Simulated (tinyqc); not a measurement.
Worked calculation: mobility of a non-polar semiconductor in the relaxation-time approximation. Computed by tinyqc, a small Python program that keeps every step. Command: `OMP_NUM_THREADS=1 python tinyqc.py 3028165 3028166 out.jsonl rta walk`. One thread of a shared host (Intel(R) Xeon(R) Processor @ 2.30GHz), about 0.01 s of CPU time with the checks. Intermediate numbers are printed to about 6 digits and carried at full precision; extremes and crossings named in words are read from the listed rows.

Each valley is treated as a sphere of mass m_d for states and rates, with one isotropic relaxation time; the conductivity mass m_c sets the current.

Inputs (values chosen for the exercise, modelled on electrons in silicon):

| quantity | value | unit |
|---|---|---|
| longitudinal mass m_l | 0.928 | m_0 |
| transverse mass m_t | 0.193 | m_0 |
| equivalent valleys Z | 6 | - |
| non-parabolicity alpha | 0.48 | 1/eV |
| static permittivity eps_s | 11.7 | - |
| density rho | 2329 | kg/m^3 |
| sound velocity v_l | 9150 | m/s |
| acoustic deformation potential D_A | 9.8 | eV |
| phonon energy hbar w | 60.2 | meV |
| optical or intervalley deformation potential D_o | 4.3 | 1e8 eV/cm |
| final valleys Z_f | 5 | - |
| carrier density n | 1.5e+19 | 1/cm^3 |
| compensation ratio C | 0 | - |
| temperature T | 500 | K |

Band: Kane. Impurity formula: Brooks-Herring. Further scattering: none.

Constants: k_B = 8.617333262e-05 eV/K; m_0 = 9.1093837015e-31 kg; e = 1.602176634e-19 C; hbar = 1.054571817e-34 J s; eps_0 = 8.8541878128e-12 F/m; k_B = 1.380649e-23 J/K; hbar = 6.582119569e-16 eV s.

## Masses

m_d = (m_l m_t^2)^(1/3); 1/m_c = (1/m_l + 2/m_t)/3; Hall mass factor A = 3 K_m (K_m + 2)/(2 K_m + 1)^2, K_m = m_l/m_t; N_I = n (1 + C)/(1 - C).

density-of-states mass m_d = 0.325752 m_0

conductivity mass m_c = 0.262231 m_0

Hall mass factor A = 0.871326

ionised impurity density N_I = 1.50e+19 1/cm^3

## Fermi level and screening

Kane band: hbar^2 k^2/(2 m) = E (1 + alpha E), speed v = hbar k/(m (1 + 2 alpha E)), states per spin, volume and energy g(E) = m k (1 + 2 alpha E)/(2 pi^2 hbar^2); overlap factors are set to 1. Here m = m_d. Masses are multiplied by m_0 and all formulas are in SI units. The reduced Fermi level eta = E_F/(k_B T) solves n = 2 Z int g f dE with f = 1/(1 + exp(x - eta)) (Z = 1 unless valleys are given); screening length L_s = sqrt(eps_s eps_0 k_B T/(e^2 dn/deta)), dn/deta = 2 Z int g f (1 - f) dE. Integrals over x = E/(k_B T) use 160 Gauss-Legendre points in u = sqrt(x) from 0 to sqrt(max(eta, 0) + 32).

reduced Fermi level eta = -1.38802

screening length L_s = 1.41474 nm

The gas is between the classical and degenerate limits.

## Rates at a few energies

Phonon occupation N_q = 1/(exp(hbar w/(k_B T)) - 1). Acoustic deformation potential (elastic, equipartition, absorption and emission together): 1/tau = 2 pi k_B T D_A^2 g(E)/(hbar rho v_l^2). Optical or intervalley deformation potential: 1/tau = (pi Z_f D_o^2/(rho w)) [N_q g(E + hbar w) + (N_q + 1) g(E - hbar w)], with g = 0 below the band edge. Each optical term is multiplied by (1 - f(E'))/(1 - f(E)), E' the final energy, for Pauli blocking. Singly charged impurities, momentum relaxation: 1/tau = N_I e^4 m (1 + 2 alpha E) Phi/(8 pi (eps_s eps_0)^2 hbar^3 k^3), with alpha = 0 for a parabolic band. Brooks-Herring: Phi = ln(1 + b) - b/(1 + b), b = 4 k^2 L_s^2.

Rates (1e12/s) at E = (max(eta, 0) + 0.5, 1, 2, 4) k_B T:

| E (meV) | acoustic | optical | ionised impurity |
|---|---|---|---|
| 21.543 | 3.0951 | 1.58558 | 36.9986 |
| 43.087 | 4.4886 | 1.75600 | 26.7269 |
| 86.173 | 6.6666 | 4.88190 | 16.5222 |
| 172.347 | 10.3479 | 9.73948 | 9.0905 |

## Mobility for each process alone

mu = (m_d/m_c) (2 Z e/(3 n k_B T)) int g v^2 tau f (1 - f) dE. Averages over x are split at the emission threshold x_0 = hbar w/(k_B T): 64 Gauss-Legendre points in sqrt(x) below it and 128 in sqrt(x - x_0) above it, up to x = max(eta, 0) + 32.

acoustic mobility = 938.850 cm^2/(V s)

optical mobility = 1602.25 cm^2/(V s)

ionised impurity mobility = 458.960 cm^2/(V s)

## All processes together

Rates are added at each energy before the average. With <y> = int g v^2 y f (1 - f) dE: Hall factor r_H = A (3 n k_B T/(2 Z m_d)) <tau^2/(1 + 2 alpha E)>/<tau>^2 (alpha = 0 for a parabolic band); Hall mobility r_H mu; |S| = (k_B/e) (<x tau>/<tau> - eta); resistivity 1/(n e mu).

drift mobility mu = 201.612 cm^2/(V s)

Hall factor r_H = 0.882674

Hall mobility = 177.958 cm^2/(V s)

Seebeck coefficient |S| = 343.111 microvolt/K

resistivity = 0.00206387 ohm cm

Taking r_H = 1 in a Hall measurement would give a density 1.13 times the true one. Caution: above a few 1e18 per cm^3 the Born approximation, static screening and an unperturbed band are rough; measured mobilities are usually lower.

## Matthiessen's rule against the full average

Matthiessen's rule adds 1/mu of the separate processes.

Separate mobilities:

| process | mu (cm^2/(V s)) | share of the sum of 1/mu (%) |
|---|---|---|
| acoustic | 938.85 | 27.5364 |
| optical | 1602.25 | 16.1351 |
| ionised impurity | 458.96 | 56.3285 |

mobility by Matthiessen's rule = 258.525 cm^2/(V s)

excess of Matthiessen's rule over the full mu = 28.2291 %

The rule gives 258.5 against the full 201.6, 28.2 % too high; it can only overestimate, since each separate average is carried by the energies where that process is weak. The error is large because ionised impurity and acoustic scattering both carry weight and depend on energy in different ways.

Checks made by the program: the sum rule (2 Z/(3 k_B T)) int g v^2 (1 + 2 alpha E) f (1 - f) dE = n/m_d (relative difference below 1e-10).
